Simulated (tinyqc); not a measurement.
From one set of inputs to another, one input at a time: bottom-up copper filling of a trench by curvature-enhanced accelerator coverage. Computed by tinyqc, a small Python program. Command: `OMP_NUM_THREADS=1 python tinyqc.py 3017733 3017734 out.jsonl superfill ladder`. One thread of a shared host (Intel(R) Xeon(R) Processor @ 2.30GHz), about 0.1 s of CPU time with the checks.

A rectangular trench keeps vertical walls and a flat floor. An accelerator floats on the surface; where area is lost in the corners it is passed on to the floor.

The inputs printed are set A. Inputs not listed in the table keep their values of set A, so the rows need not describe a real material.

Inputs (values chosen for the exercise, close to those used for damascene copper plating):

| quantity | value | unit |
|---|---|---|
| trench width w | 130 | nm |
| aspect ratio h/w | 2.4 | - |
| exchange current of the suppressed surface i_0 | 0.026 | mA/cm^2 |
| exchange current of the accelerated surface i_1 | 1.3 | mA/cm^2 |
| transfer coefficient alpha | 0.53 | - |
| overpotential eta | 0.11 | V |
| starting coverage theta_0 | 0.011 | - |
| adsorption rate k_a | 0.00013 | 1/s |
| cupric ion concentration C | 0.52 | mol/l |
| diffusivity D | 5.9e-06 | cm^2/s |
| boundary layer delta | 24 | um |
| temperature T | 298 | K |

Constants: e = 1.602176634e-19 C; N_A = 6.02214076e+23 1/mol; k_B = 8.617333262e-05 eV/K.

Method. Kinetic current i_k = [i_0 (1 - theta) + i_1 theta] exp(alpha eta/(k_B T)), limit i_L = 2 F D C/delta, i = 1/(1/i_k + 1/i_L); velocity v = i Omega/(2F), Omega = 7.11 cm^3/mol, F = e N_A. Depletion inside the trench is ignored. Half width x, floor height y, depth h = aspect ratio x w. dx/dt = -v_s, dy/dt = v_b. d theta_b/dt = k_a (1 - theta_b) + [theta_s v_b + theta_b v_s]/x: the floor takes the accelerator of the wall it covers and keeps its own as it narrows. d theta_s/dt = k_a (1 - theta_s). theta_b is capped at 1. Integrate (tolerance 1e-9) until the walls meet (x = 0.02 w/2) or the floor passes the original mouth y = h. Start: x = w/2, y = 0, theta_b = theta_s = theta_0. Height filled = y/h, opening left = x/(w/2).

Each row keeps all changes above it:

| input moved | from | to | opening left, as a share of w | ratio v(1)/v(theta_0) | share of the height filled from the floor |
|---|---|---|---|---|---|
| set A | - | - | 0.0200 | 30.96 | 0.855 |
| starting coverage theta_0 | 0.011 | 0.023 | 0.0200 | 22.41 | 0.908 |
| exchange current of the accelerated surface i_1 (mA/cm^2) | 1.3 | 3 | 0.0656 | 28.54 | 1.000 |
| aspect ratio h/w | 2.4 | 2 | 0.1090 | 28.54 | 1.000 |
| trench width w (nm) | 130 | 86 | 0.1147 | 28.54 | 1.000 |
| overpotential eta (V) | 0.11 | 0.19 | 0.0911 | 20.07 | 1.000 |
| cupric ion concentration C (mol/l) | 0.52 | 0.77 | 0.1044 | 22.76 | 1.000 |
| exchange current of the suppressed surface i_0 (mA/cm^2) | 0.026 | 0.038 | 0.0789 | 20.28 | 1.000 |

Where does the difference come from?

Opening left, as a share of w goes from 0.0200 to 0.0789, a factor 3.95 in all. The largest single move comes from exchange current of the accelerated surface i_1 (a factor 3.28), and exchange current of the suppressed surface i_0 works against it (a factor 0.756). Ratio v(1)/v(theta_0) goes from 31.0 to 20.3, a factor 0.655 in all. The largest single move comes from overpotential eta (a factor 0.703), and exchange current of the accelerated surface i_1 works against it (a factor 1.27). Share of the height filled from the floor goes from 0.855 to 1.00, a factor 1.17 in all. The largest single move comes from exchange current of the accelerated surface i_1 (a factor 1.10). The single moves hold for this order of the switches; the total does not depend on the order.

Caution (all rows): real profiles develop slanted corners, and accelerator is consumed; both are left out.

Extremes, crossings and ranges named in words are read from the listed rows.
